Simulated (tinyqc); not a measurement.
Energy conservation against the time step: molecular dynamics of a small cluster by velocity Verlet steps. Computed by tinyqc, a small Python program. Command: `OMP_NUM_THREADS=1 python tinyqc.py 3017534 3017535 out.jsonl verlet walk`. One thread of a shared host (Intel(R) Xeon(R) Processor @ 2.30GHz), about 0.1 s of CPU time with the checks.

E = sum_(i<j) phi(r_ij), phi(r) = eps [exp(-2 alpha (r - r0)) - 2 exp(-alpha (r - r0))]; the force on i is -sum_j phi'(r_ij) (R_i - R_j)/r_ij.

Inputs (values chosen for the exercise, for model atoms): length r0 = 2.6 angstrom; well depth eps = 0.43 eV; stiffness alpha = 1.41 1/angstrom; atomic mass M = 182 u; time step dt = 9.5 fs; steps = 200.

Potential: Morse.

starting positions (angstrom), rows atom 1, atom 2, atom 3, atom 4, atom 5, atom 6, columns x, y, z:
$$\begin{pmatrix}
0.04 & -0.05 & -0.02 \\
2.6 & -0.04 & 0 \\
2.61 & 2.61 & -0.02 \\
-0.09 & 2.63 & -0.02 \\
1.27 & 1.24 & 1.85 \\
1.28 & 1.3 & -1.85
\end{pmatrix}$$

starting velocities (angstrom/fs), rows atom 1, atom 2, atom 3, atom 4, atom 5, atom 6, columns x, y, z:
$$\begin{pmatrix}
0.00011 & 0.00236 & -0.00047 \\
0.00057 & -0.00143 & -0.00097 \\
0.00231 & -2e-05 & 0.00169 \\
-0.00092 & -0.00098 & -0.00046 \\
6e-05 & -0.00039 & 0.00018 \\
-0.00213 & 0.00046 & 3e-05
\end{pmatrix}$$

Constants: 1 eV/(angstrom u) = 9.648533212e-03 angstrom/fs^2; k_B = 8.617333262e-05 eV/K.

Method:
- Relax the cluster, diagonalise the Hessian (central differences): omega_max = sqrt(c lambda_max/M). Verlet steps are stable for omega_max dt < 2.
- Velocity Verlet: a = c F/M with c = 9.648533212e-3 angstrom/fs^2 per eV/(angstrom u); R(new) = R + v dt + a dt^2/2; v(new) = v + (a + a(new)) dt/2. Kinetic energy K = M v^2/(2c); temperature T = 2K/((3N - 3) k_B), rotation of the cluster included.
- Runs without thermostat over the same span of time, steps x dt; spread = largest minus smallest value. For contrast, the energy gained over the first 30 dt (dt of the inputs) by explicit Euler steps: R(new) = R + v dt, v(new) = v + a dt.

omega_max dt = 0.191978

Energy error (eV):
```
dt (fs)  omega_max dt  Verlet, spread of U + K  Euler, gain in U + K
1.1875        0.02400               2.2612e-05                0.0261
2.3750        0.04799               9.0471e-05                0.0550
4.7500        0.09599               3.6034e-04                0.1225
9.5000        0.19198               1.4460e-03                0.3070
19.0000       0.38396               5.8636e-03                0.9969
28.5000       0.57594               1.1069e-02                2.5223
```

What does the comparison show, and why?

The Verlet error grows as dt^2.00 between the first rows, the second order of the method. Euler steps gain energy steadily: over that short span the gain in the first row is already 1200 times the Verlet spread of the whole run, and it grows as dt^1.08, tending to the first order of that method as dt shrinks. Caution: where the Euler gain approaches or exceeds the binding energy the cluster has blown apart.

Extremes, crossings and ranges named in words are read from the listed rows.
